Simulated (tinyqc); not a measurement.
Abrupt p-n junction, non-linear Poisson equation by Newton steps: two steps of the calculation.

One dimension, p side on the left, n side on the right; net doping C = -Na for x < 0 and +Nd for x > 0. The potential psi is counted from the intrinsic level, and the quasi-Fermi potentials are flat: 0 for holes and -V for electrons, so n = ni exp((psi + V)/Vt) and p = ni exp(-psi/Vt) (Boltzmann statistics, full ionisation, no current).

Parameters, values chosen for the exercise; band and dielectric values close to those of gallium nitride: temperature T = 273 K; relative permittivity eps_r = 9.45; bias of the p side against the n side V = 0 V.

Constants: q = 1.602176634e-19 C, kB = 1.380649e-23 J/K, Vt = kB T/q, eps0 = 8.8541878128e-14 F/cm where lengths are in cm. Results are converted to the units shown.

Question 1. Newton step. Solve the tridiagonal system a_(i-1) d_(i-1) + b_i d_i + a_i d_(i+1) = -F_i for nodes 1 to 11, with d = 0 on fixed nodes. Each component d is damped to sign(d) Vt ln(1 + |d|/Vt) before it is added.

coupling a_i, interval 0 to 11 (F/cm^2): 2.7983972e-8  5.5411970e-8  1.0951842e-7  2.1620691e-7  4.2908756e-7  8.4517247e-7  1.6734415e-6  1.4351985e-6  1.2359243e-6  1.0591402e-6  8.9969973e-7  7.8198201e-7

```
node	diagonal b (F/cm^2)	residual F (C/cm^2)
1	-4.4831562e-6	2.7976527e-8
2	-1.6493039e-7	~0
3	-3.2572533e-7	~0
4	-6.4529447e-7	~0
5	-1.2742620e-6	-4.7107144e-14
6	-2.5225496e-6	-9.5454283e-9
7	-3.2705885e-6	5.6429525e-9
8	-5.3324751e-6	-4.9015997e-8
9	-6.8409277e-6	-1.1143933e-8
10	-7.2886864e-6	~0
11	-7.8791777e-6	~0
```

psi at the start, node 0 to 12 (V): -1.5739979  -1.5700215  -0.7191486  0.2768984  0.9264395  1.2906711  1.4850632  1.5800175  1.6423110  1.6513276  1.6513276  1.6513276  1.6513276

Give: Newton step d, before damping; psi after iteration 1.

Answer 1.

Newton step d, before damping, node 1 to 11 (V): 0.006152  -0.007129  -0.013849  -0.017252  -0.018967  -0.019838  -0.014621  -0.014118  -0.004277  -0.000630  -0.000072
psi after iteration 1, node 0 to 12 (V): -1.5740  -1.5646  -0.7254  0.2660  0.9135  1.2768  1.4707  1.5686  1.6313  1.6474  1.6507  1.6513  1.6513

Question 2. Converged densities, field and charge. n and p as above; field E_i = -(psi_(i+1) - psi_i)/h_i on each interval; charge on either side of the peak Q = eps0 eps_r |E|max (Gauss).

```
node	x (nm)	converged psi (V)	net doping C (cm^-3)
0	-597	-1.5739979	-3.4e16
1	-298	-1.5629428	-3.4e16
2	-147	-0.7280013	-3.4e16
3	-70.6	0.2599850	-3.4e16
4	-31.9	0.9054430	-3.4e16
5	-12.4	1.2676171	-3.4e16
6	-2.5	1.4609648	-3.4e16
7	2.5	1.5610601	9.1e17
8	8.33	1.6239476	9.1e17
9	15.1	1.6458639	9.1e17
10	23	1.6505120	9.1e17
11	32.3	1.6512344	9.1e17
12	43	1.6513276	9.1e17
```

ni = 2.9808094e-13 cm^-3

Wanted: n; p; field E; peak |E|; charge Q.

Answer 2.

```
node	n (cm^-3)	p (cm^-3)
0	2.613e-42	3.400e16
1	4.181e-42	2.125e16
2	1.084e-26	8.199
3	1.879e-8	4.730e-18
4	1.547e4	5.744e-30
5	7.507e10	1.184e-36
6	2.785e14	3.191e-40
7	1.962e16	4.529e-42
8	2.842e17	3.127e-43
9	7.214e17	1.232e-43
10	8.790e17	1.011e-43
11	9.064e17	9.803e-44
12	9.100e17	9.764e-44
```

field E, interval 0 to 11 (kV/cm): -0.4  -55.3  -129.3  -166.8  -185.7  -195.3  -200.2  -107.9  -32.4  -5.9  -0.8  -0.1
peak |E| = 200.2 kV/cm
charge Q = 167.5 nC/cm^2

Program tinyqc, `OMP_NUM_THREADS=1 python tinyqc.py 2000094 2000095 out.jsonl`; Intel Xeon 2.30GHz, shared host, one thread, about 0.02 s.

~0 in a residual or rate marks an entry under 1e-11 of the largest of its column.
